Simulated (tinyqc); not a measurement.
Classical Heisenberg spin chain: exact results, Metropolis, heat-bath and over-relaxation steps, and a Monte Carlo run: one step, computed by the program tinyqc. Command: `OMP_NUM_THREADS=1 python tinyqc.py 3130062 3130063 out.jsonl heismc walk`. One thread of a shared host (Intel(R) Xeon(R) Processor @ 2.30GHz), about 0.2 s of CPU time with the checks.

E = -J sum_i s_i . s_(i+1) for unit vectors s_i on an open chain; K = J/(k_B T).

Problem. Exact results. Each bond angle is independent, so u = <s_i . s_(i+1)> = coth K - 1/K, <s_i . s_(i+n)> = u^n, correlation length xi = -1/ln|u|, energy per bond -J u, heat capacity per bond c/k_B = 1 - K^2/sinh^2 K, and for the long chain chi = mu^2 (1 + u)/(3 k_B T (1 - u)) per spin.

Inputs (values chosen for the exercise, for a model chain of large moments): coupling J = 10 meV; temperature T = 105 K; moment mu = 4.2 mu_B.

Constants: k_B = 8.617333262e-05 eV/K; mu_B = 5.7883818060e-05 eV/T.

Give: K; u; xi; energy per bond; heat capacity; chi over the Curie value; chi.

Solution.

K = 1.1052

u = 0.34151

xi = 0.93077 sites

energy per bond = -3.4151 meV

heat capacity = 0.32413 k_B/bond

chi over the Curie value = 2.0372

chi = 0.076633 mu_B/T per spin
